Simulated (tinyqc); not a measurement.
Chemical vapour deposition: Grove model, boundary layer, depletion and step coverage. Changing the total pressure p. Computed by tinyqc, a small Python program. Command: `OMP_NUM_THREADS=1 python tinyqc.py 3027595 3027596 out.jsonl cvd sweep`. One thread of a shared host (Intel(R) Xeon(R) Processor @ 2.30GHz), about 0.02 s of CPU time with the checks.

A precursor diffuses to the surface and reacts there at first order; each molecule that reacts adds one formula unit of film.

Inputs (values chosen for the exercise, close to those used for polysilicon from silane):

| quantity | value | unit |
|---|---|---|
| prefactor k0 of k_s | 1.2e+07 | cm/s |
| activation energy E | 1.58 | eV |
| temperature T | 700 | C |
| mole fraction of the precursor Y | 0.072 | - |
| gas diffusivity D0 at 273.15 K and 760 torr | 0.34 | cm^2/s |
| film density N | 5e+22 | formula units/cm^3 |
| precursor mass M | 32 | u |
| trench width w | 0.38 | um |
| aspect ratio of the trench | 9.9 | - |
| wafer radius R | 7.5 | cm |
| wafer spacing s | 0.97 | cm |

Reactor: wafer stack, low pressure.

Constants: k_B = 1.380649e-23 J/K; u = 1.6605390666e-27 kg; k_B = 8.617333262e-05 eV/K.

Method:
- k_s = k0 exp(-E/(k_B T)); C_g = Y p/(k_B T), 1 torr = 133.322 Pa; D = D0 (T/273.15)^1.75 (760/p).
- Temperatures in kelvin are T(C) + 273.15.
- Mean speed c = sqrt(8 k_B T/(pi M)); reactive sticking probability beta = 4 k_s/c.
- Between two wafers the gas diffuses inward and reacts on both faces: (D/r) d/dr (r dC/dr) = 2 k_s C/s, so C(r)/C_g = I0(phi r/R)/I0(phi) with phi^2 = 2 k_s R^2/(s D); G(r) = k_s C(r)/N, 1 cm/s = 6e8 nm/min; the mean over the wafer is eta = 2 I1(phi)/(phi I0(phi)).
- In a long trench of width w and depth l = aspect ratio x w: Knudsen diffusivity D_K = (2w) c/3 (hydraulic diameter 2w), combined as 1/D_e = 1/D_K + 1/D; D_e d2C/dz2 = 2 k_s C/w with D_e dC/dz = -k_s C at the floor. With m = sqrt(2 k_s/(w D_e)): C(floor)/C(top) = 1/[cosh(m l) + (k_s/(D_e m)) sinh(m l)].

One run for each value:

| total pressure p (torr) | growth rate G at the edge (nm/min) | rate at the centre over rate at the edge | step coverage | gas diffusivity D (cm^2/s) |
|---|---|---|---|---|
| 0.050 | 0.034 | 1.0000 | 0.9998 | 47746 |
| 0.097 | 0.066 | 0.9999 | 0.9998 | 24611 |
| 0.190 | 0.128 | 0.9998 | 0.9998 | 12565 |
| 0.360 | 0.243 | 0.9997 | 0.9998 | 6631 |
| 0.690 | 0.466 | 0.9993 | 0.9998 | 3460 |
| 1.300 | 0.878 | 0.9988 | 0.9998 | 1836 |
| 2.600 | 1.757 | 0.9975 | 0.9998 | 918 |
| 5.000 | 3.379 | 0.9952 | 0.9998 | 477 |

Describe and explain the trends.

Over the rows, growth rate G at the edge (nm/min) rises from 0.0338 to 3.38 (exponent d ln y / d ln x about 1.0 throughout); rate at the centre over rate at the edge falls from 1.0000 to 0.9952; step coverage falls from 0.9998410 to 0.9998404. The exponent of growth rate G at the edge stays at 1: reaction control: C_g is proportional to p.

Caution (rows 0.0500, 0.0970, 0.190): the mean free path 3D/c is comparable with or larger than the wafer spacing, where wall collisions cap D near (2s) c/3 and the lag is larger than computed. Caution (all rows): the hydraulic-diameter form of D_K is rough for a slit.
